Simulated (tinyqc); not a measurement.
Inside a calculation. Method: CIS and TDHF on RHF in the sto-3g basis, for H2, spin multiplicity 1. One step of it, computed by the program tinyqc.

Question. CIS matrix, triplets. A(ia,jb) = (e_a - e_i) d_ij d_ab - (ij|ab).

orbital energies (hartree): MO1 -0.542283, MO2 0.584025

Two-electron integrals over orbitals (pq|rs), unique and non-zero (hartree):
```
(11|11) 0.657273   (21|21) 0.186496   (22|11) 0.648101   (22|22) 0.681150
```

Give: CIS matrix A, triplet.

Answer.

CIS matrix A, triplet (hartree):
```
       1>2
1>2  0.478
```
